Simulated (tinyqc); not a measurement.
Across the transition: q-state Potts model on a small periodic square lattice: enumeration, Metropolis, heat-bath and Wolff steps. Computed by tinyqc, a small Python program. Command: `OMP_NUM_THREADS=1 python tinyqc.py 3110628 3110629 out.jsonl potts walk`. One thread of a shared host (Intel(R) Xeon(R) Processor @ 2.30GHz), about 0.1 s of CPU time with the checks.

E = -J x (number of nearest-neighbour bonds with equal states); n x n sites with periodic edges have 2 n^2 bonds. Order parameter m = (q f - 1)/(q - 1), f being the largest share of one state. Sites are numbered row by row from 0. Here q = 2 and n = 4.

Inputs (values chosen for the exercise, for a model of domains or grain orientations):
```
quantity            value  unit
number of states q      2     -
edge n                  4     -
coupling J             72   meV
temperature T        1130     K
```

Constants: k_B = 8.617333262e-05 eV/K.

Method:
- K = J/(k_B T); the infinite square lattice orders at K_c = ln(1 + sqrt(q)); Wolff bond probability p = 1 - exp(-K).
- All q^(n^2) states are counted by their number b of equal bonds; weights g(b) exp(K b), K = J/(k_B T). Per site: u = -J <b>/n^2, c/k_B = K^2 (<b^2> - <b>^2)/n^2.
- m and U = 1 - <m^4>/(3 <m^2>^2) from the same sums; K = K_c T_c/T.

K_c = 0.881374

Exact values for this lattice:
```
T/T_c  share of equal bonds  c (k_B/site)      <m>        U
0.50                0.99810       0.04973  0.99802  0.66635
0.70                0.98261       0.25772  0.97999  0.66252
0.85                0.94907       0.54283  0.93412  0.64967
0.95                0.91285       0.72417  0.87863  0.63071
1.00                0.89141       0.78327  0.84386  0.61720
1.10                0.84557       0.81299  0.76609  0.58221
1.25                0.78070       0.68950  0.65005  0.51527
1.50                0.70351       0.41203  0.50624  0.39852
2.00                0.62999       0.15995  0.37045  0.24374
3.00                0.57836       0.05267  0.28601  0.13484
```

c is largest, 0.81 k_B, at T/T_c = 1.1: on so small a lattice the transition is a broad bump. At T_c the infinite lattice has a share (1 + 1/sqrt(q))/2 = 0.854 of equal bonds, against 0.891 here. <m> stays at 0.29 at 3 T_c, since the largest share among 16 sites always exceeds 1/q on average.

Extremes, crossings and ranges named in words are read from the listed rows.
